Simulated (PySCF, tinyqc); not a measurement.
Ways to converge the cycle: SCF convergence aids in the sto-3g basis, for H4, spin multiplicity 1. Computed by the program tinyqc with PySCF. 

Geometry (angstrom):
```
atom       x       y       z
H     0.0000  0.0000  0.0000
H     0.0000  0.0000  1.4950
H     0.0000  0.0000  2.9620
H     0.0000  0.0000  4.4560
```

lowest restricted solution found by these runs and by PySCF = -1.833039 hartree

RHF with one setting changed at a time; a run stops when the energy changes by less than 1e-09 hartree and the error matrix is below 1e-5. The start is the Wolfsberg-Helmholz matrix. Damping d keeps d of the old density; a shift (hartree) raises the virtual levels; DIIS n extrapolates F over n matrices.

Largest element of the error matrix X^T (FDS - SDF) X:
```
iteration    plain  damping 0.3  damping 0.6  shift 0.4   DIIS 3   DIIS 8
1          2.1e-01      2.1e-01      2.1e-01    2.1e-01  2.1e-01  2.1e-01
2          6.3e-02      2.8e-02      1.1e-01    5.9e-02  6.3e-02  6.3e-02
3          1.8e-02      1.8e-02      5.3e-02    2.6e-02  1.2e-02  1.2e-02
4          5.7e-03      1.0e-02      2.6e-02    1.7e-02  2.6e-03  2.6e-03
5          1.7e-03      6.0e-03      1.7e-02    1.1e-02  6.2e-06  1.1e-04
6          5.5e-04      3.5e-03      1.3e-02    7.0e-03  5.5e-08  4.4e-06
8          7.5e-05      1.1e-03      7.8e-03    2.8e-03        -        -
10         1.1e-05      3.8e-04      4.5e-03    1.1e-03        -        -
14               -      4.1e-05      1.5e-03    1.8e-04        -        -
20               -            -      2.8e-04    1.1e-05        -        -
30               -            -      1.7e-05          -        -        -
```

How each run ends:
```
run          iterations  E (hartree)         state
plain                11     -1.83304  lowest found
damping 0.3          18     -1.83304  lowest found
damping 0.6          37     -1.83304  lowest found
shift 0.4            21     -1.83304  lowest found
DIIS 3                6     -1.83304  lowest found
DIIS 8                7     -1.83304  lowest found
```

6 of 6 runs reach the lowest restricted solution found, in 6 to 37 iterations (fastest: DIIS 3). Plain steps already contract here, so damping only slows them. DIIS 3 and DIIS 8 gain by cancelling the error over several earlier matrices, much as a quasi-Newton step does. The restricted reference is unstable here: a spin-polarised solution lies 0.1026 hartree lower (PySCF), so results built on it describe a poor reference.
